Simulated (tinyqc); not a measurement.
Which strain makes the gap direct: strain-driven crossing of the Gamma and L valleys in a germanium-like crystal alloyed with tin.

Biaxial loads: e0 is the in-plane strain e_par and the normal is free. (001): e_perp = -2 (C12/C11) e_par; exx = eyy = e_par, ezz = e_perp, no shear. (111): e_perp = -(2 C11 + 4 C12 - 4 C44)/(C11 + 2 C12 + 4 C44) e_par; exx = eyy = ezz = (2 e_par + e_perp)/3 and exy = eyz = ezx = (e_perp - e_par)/3. (110): e_perp = -(C11 + 3 C12 - 2 C44)/(C11 + C12 + 2 C44) e_par; exx = eyy = (e_par + e_perp)/2, ezz = e_par, exy = (e_perp - e_par)/2, eyz = ezx = 0. Uniaxial loads: a stress along n, scaled so that n.e.n = e0, with exx = s11 sxx + s12 (syy + szz), exy = s44 sxy/2, s11 = (C11 + C12)/((C11 - C12)(C11 + 2 C12)), s12 = -C12/((C11 - C12)(C11 + 2 C12)), s44 = 1/C44.

Edges from the unstrained valence top: Gamma at Eg + ac tr(e); an L valley with unit axis u at EgL + aL tr(e) + XuL (u.e.u - tr(e)/3), u along [111], [1-1-1], [-11-1], [-1-11]; valence edges are the levels of the 6 x 6 matrix of X, Y, Z times spin with -Dso/3 + l exx + m (eyy + ezz) on the diagonal (cyclic), n exy off it, l = av + 2 b, m = av - b, n = sqrt(3) d. Spin-orbit term (Dso/3) L.sigma on X, Y, Z with (L_k)_ij = -i epsilon_kij: <X+|H|Y+> = -i Dso/3, <X+|H|Z-> = Dso/3, <Y+|H|Z-> = -i Dso/3, <Z+|H|X-> = -Dso/3, <Z+|H|Y-> = i Dso/3, <X-|H|Y-> = i Dso/3, and their conjugates; + and - are the spin along z.

With tin the unstrained gaps become E(y) = (1 - y) E + y EgS - CS y (1 - y); all other values are kept.

Parameters, chosen for this exercise (near those of Ge, gaps at low temperature; the results hold for these values, not for the real material):

| symbol | value | unit | meaning |
|---|---|---|---|
| Eg | 0.91 | eV | gap at Gamma to the s-like level |
| EgL | 0.747 | eV | gap to L |
| Dso | 0.295 | eV | spin-orbit splitting |
| ac | -8.19 | eV | conduction deformation potential |
| av | 1.23 | eV | valence hydrostatic potential |
| b | -2.54 | eV | tetragonal shear potential |
| d | -5.3 | eV | trigonal shear potential |
| aL | -1.52 | eV | hydrostatic potential of the L edge, Xd + Xu/3 |
| XuL | 16.38 | eV | uniaxial potential, L |
| y | 0.036 |  | tin fraction |
| EgS | (-0.41, 0.064) | eV | Gamma and L gaps of the tin end |
| CS | (2.2, 0.95) | eV | bowing of the Gamma and L gaps |
| C11 | 129.1 | GPa |  |
| C12 | 47.4 | GPa |  |
| C44 | 67.7 | GPa |  |

For tension the difference Gamma minus lowest L is linear in e0; slope per 1 % and the e0 at which it vanishes (a dash: no crossing below 15 %), with the gap there.

Cases:

| load |
|---|
| biaxial (001) |
| biaxial (110) |
| biaxial (111) |
| uniaxial [100] |
| uniaxial [111] |
| uniaxial [110] |

Rank the cases by slope (meV per 1 %), lowest first.

Answer: biaxial (001), uniaxial [100], biaxial (110), uniaxial [111], uniaxial [110], biaxial (111).

Results:

| load | slope (meV per 1 %) | crossing e0 (%) | gap at the crossing (eV) |
|---|---|---|---|
| biaxial (001) | -84.4 | 1.15 | 0.585 |
| biaxial (110) | -25.9 | 3.73 | -0.010 |
| biaxial (111) | 38.7 | - | - |
| uniaxial [100] | -30.9 | 3.13 | 0.549 |
| uniaxial [111] | -4.5 | - | - |
| uniaxial [110] | 14.6 | - | - |

The smallest strain is needed for biaxial (001) (1.15 %), then uniaxial [100] (3.13 %). No crossing below 15 % is found for biaxial (111), uniaxial [111] and uniaxial [110]: shear splits the L valleys and pulls the lowest down nearly as fast as, or faster than, Gamma. Loads without off-diagonal strain, (001) and [100], gain (ac - aL) tr(e) = -67 meV per 1 % of volume. Crossings beyond about 3 % are sensitive to second-order terms, left out here. For uniaxial [111] the slope is a near cancellation, so terms beyond this linear model decide. A gap at or below zero marks a crossing beyond the range of this linear model.

Computed by tinyqc, a small Python program: `OMP_NUM_THREADS=1 python tinyqc.py 1051527 1051528 out.jsonl` (the numbers bound the seed that draws the inputs); one thread of a shared host (Intel(R) Xeon(R) Processor @ 2.30GHz), about 0.01 s for the whole set of steps.
